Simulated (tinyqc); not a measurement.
Inside a calculation. Method: empirical pseudopotential in a few plane waves. One step of it, computed by the program tinyqc.

Question. Levels at G. Diagonalise the Hermitian matrix.

H(k) at G (eV):
```
           +0+0+0     -1-1-1     -1-1+1     -1+1-1     -1+1+1     +1-1-1     +1-1+1     +1+1-1
+0+0+0   0.000000   2.472514  -2.472514  -2.472514  -2.472514  -2.472514  -2.472514  -2.472514
-1-1-1   2.472514  15.080970   0.000000   0.000000  -0.176874   0.000000  -0.176874  -0.176874
-1-1+1  -2.472514   0.000000  15.080970   0.176874   0.000000   0.176874   0.000000   0.000000
-1+1-1  -2.472514   0.000000   0.176874  15.080970   0.000000   0.176874   0.000000   0.000000
-1+1+1  -2.472514  -0.176874   0.000000   0.000000  15.080970   0.000000   0.176874   0.176874
+1-1-1  -2.472514   0.000000   0.176874   0.176874   0.000000  15.080970   0.000000   0.000000
+1-1+1  -2.472514  -0.176874   0.000000   0.000000   0.176874   0.000000  15.080970   0.176874
+1+1-1  -2.472514  -0.176874   0.000000   0.000000   0.176874   0.000000   0.176874  15.080970
+1+1+1   2.472514   0.000000  -0.176874  -0.176874   0.000000  -0.176874   0.000000   0.000000
-2+0+0   0.000000  -2.472514  -2.472514  -2.472514   2.472514   0.442551  -0.442551  -0.442551
+0-2+0   0.000000  -2.472514  -2.472514   0.442551  -0.442551  -2.472514   2.472514  -0.442551
+0+0-2   0.000000  -2.472514   0.442551  -2.472514  -0.442551  -2.472514  -0.442551   2.472514
+0+0+2   0.000000  -0.442551   2.472514  -0.442551  -2.472514  -0.442551  -2.472514   0.442551
+0+2+0   0.000000  -0.442551  -0.442551   2.472514  -2.472514  -0.442551   0.442551  -2.472514
+2+0+0   0.000000  -0.442551  -0.442551  -0.442551   0.442551   2.472514  -2.472514  -2.472514

           +1+1+1     -2+0+0     +0-2+0     +0+0-2     +0+0+2     +0+2+0     +2+0+0
+0+0+0   2.472514   0.000000   0.000000   0.000000   0.000000   0.000000   0.000000
-1-1-1   0.000000  -2.472514  -2.472514  -2.472514  -0.442551  -0.442551  -0.442551
-1-1+1  -0.176874  -2.472514  -2.472514   0.442551   2.472514  -0.442551  -0.442551
-1+1-1  -0.176874  -2.472514   0.442551  -2.472514  -0.442551   2.472514  -0.442551
-1+1+1   0.000000   2.472514  -0.442551  -0.442551  -2.472514  -2.472514   0.442551
+1-1-1  -0.176874   0.442551  -2.472514  -2.472514  -0.442551  -0.442551   2.472514
+1-1+1   0.000000  -0.442551   2.472514  -0.442551  -2.472514   0.442551  -2.472514
+1+1-1   0.000000  -0.442551  -0.442551   2.472514   0.442551  -2.472514  -2.472514
+1+1+1  15.080970  -0.442551  -0.442551  -0.442551  -2.472514  -2.472514  -2.472514
-2+0+0  -0.442551  20.107959   0.176874   0.176874  -0.176874  -0.176874   0.000000
+0-2+0  -0.442551   0.176874  20.107959   0.176874  -0.176874   0.000000  -0.176874
+0+0-2  -0.442551   0.176874   0.176874  20.107959   0.000000  -0.176874  -0.176874
+0+0+2  -2.472514  -0.176874  -0.176874   0.000000  20.107959   0.176874   0.176874
+0+2+0  -2.472514  -0.176874   0.000000  -0.176874   0.176874  20.107959   0.176874
+2+0+0  -2.472514   0.000000  -0.176874  -0.176874   0.176874   0.176874  20.107959
```

Give: eigenvalues.

Answer.

eigenvalues (eV): [-2.6745, 10.7156, 11.1216, 11.1216, 11.1216, 14.9041, 14.9041, 14.9041, 18.2861, 19.7542, 19.7542, 23.8904, 23.8904, 23.8904, 25.7115]
